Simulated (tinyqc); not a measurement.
Worked calculation: averaged masses of warped heavy- and light-hole bands. Values are carried at full precision from step to step, so a last printed digit may differ when a step is redone from the rounded ones.

Constants: Ry = 13.60569312 eV; a0 (Bohr radius) = 0.5291772105 angstrom; kB = 8.617333262e-05 eV/K; hbar^2/2m0 = 3.80998211 eV angstrom^2.

Values chosen for the exercise (near those of GaAs; the results hold for these values, not for the real material): g1 = 6.88 (Luttinger gamma1); g2 = 2.03 (gamma2); g3 = 2.94 (gamma3); eps = 13.63 (dielectric constant); mso = 0.172 m0 (split-off mass); Dso = 0.355 eV (spin-orbit splitting); T = 400 K (temperature).

## Other forms of the parameters

Dresselhaus-Kip-Kittel form E = c [A k^2 -/+ sqrt(B^2 k^4 + C^2 (kx^2 ky^2 + ky^2 kz^2 + kz^2 kx^2))] with A = g1, B = 2 g2, C^2 = 12 (g3^2 - g2^2). Spherical form: mu = (6 g3 + 4 g2)/(5 g1), delta = (g3 - g2)/g1, masses 1/(g1 (1 -/+ mu)). Effective rydberg R* = Ry/(g1 eps^2) and radius a* = a0 g1 eps.

A, B, |C|: [6.880, 4.060, 7.367]

mu, delta: [0.7488, 0.1323]

spherical masses, heavy and light (m0): [0.5787, 0.0831]

R* = 10.64 meV
a* = 49.6 angstrom

delta/mu = 0.18 measures the warping against the spherical splitting.

## Masses along six directions

Four-band hole energies E = c k^2 f(u), c = hbar^2/2m0, f = g1 -/+ 2 sqrt(g2^2 + 3 (g3^2 - g2^2) s), s = ux^2 uy^2 + uy^2 uz^2 + uz^2 ux^2 for the unit vector u; minus for heavy, plus for light holes; the mass along u is 1/f.

Give s and both masses.

Masses (m0):
```
direction        s   heavy   light
[100]      0.00000  0.3546  0.0914
[110]      0.25000  0.7153  0.0809
[111]      0.33333  1.0000  0.0784
[310]      0.09000  0.4430  0.0869
[221]      0.29630  0.8522  0.0795
[321]      0.25000  0.7153  0.0809
```

The heavy mass grows by a factor of 2.82 from [100] to [111] while the light one shrinks by 14 %; 1/m_heavy + 1/m_light = 2 g1 in every direction.

## Density-of-states masses from three directions

m_d^(3/2) is the angular mean of m(u)^(3/2). The rule mean = (10 F[100] + 16 F[110] + 9 F[111])/35 is exact for cubic harmonics up to sixth order. Total m_d = (m_h^(3/2) + m_l^(3/2))^(2/3).

m^(3/2):
```
direction    heavy    light
[100]      0.21117  0.02764
[110]      0.60494  0.02301
[111]      1.00000  0.02194
```

m_d heavy, light (m0): [0.7066, 0.0833]

total = 0.7256 m0
share of light holes = 3.9 %

## Averages on a grid

Grid: n x n midpoints in cos(theta) from 0 to 1 and phi from 0 to pi/2, equal weights. m_d = <f^(-3/2)>^(2/3). Conductivity mass for one scattering time: 1/m_c = <|w|^2 f^(-5/2)>/<f^(-3/2)> with w = grad_k(k^2 f)/(2 k), that is |w|^2 = f^2 + |angular gradient of f|^2/4.

Use n = 40.

m_d heavy, light (m0): [0.6537, 0.0829]

m_c heavy, light (m0): [0.4871, 0.0823]

The three-direction rule differs from the grid by +8.11 % for heavy holes. Warping makes m_c of the heavy holes 25 % smaller than m_d; on a sphere the two are equal.

## Effective density of states

Nv = 2 (kT/(4 pi c))^(3/2) [m_h^(3/2) + m_l^(3/2) + mso^(3/2) exp(-Dso/kT)], c = hbar^2/2m0, parabolic bands, m_h and m_l the density-of-states masses from the grid; 1 angstrom^-3 = 1e24 cm^-3.

prefactor = 3.8635e+19 cm^-3

the three terms: [0.52847, 0.02386, 0.00000]

Nv = 2.134e+19 cm^-3

shares (%): [95.7, 4.3, 0.0]

kT/Dso = 0.10, small enough for the four-band form.

## Checks

- m_d and m_c of heavy holes for g2 = g3 against 1/(g1 - 2 g3): they agree to 1e-10 or better.
- m_d of heavy holes on grids of 40 and 160: 0.6537 against 0.6536.

(tinyqc, `OMP_NUM_THREADS=1 python tinyqc.py 1081230 1081231 out.jsonl`, Intel(R) Xeon(R) Processor @ 2.30GHz, 1 thread, shared host, about 0.02 s.)
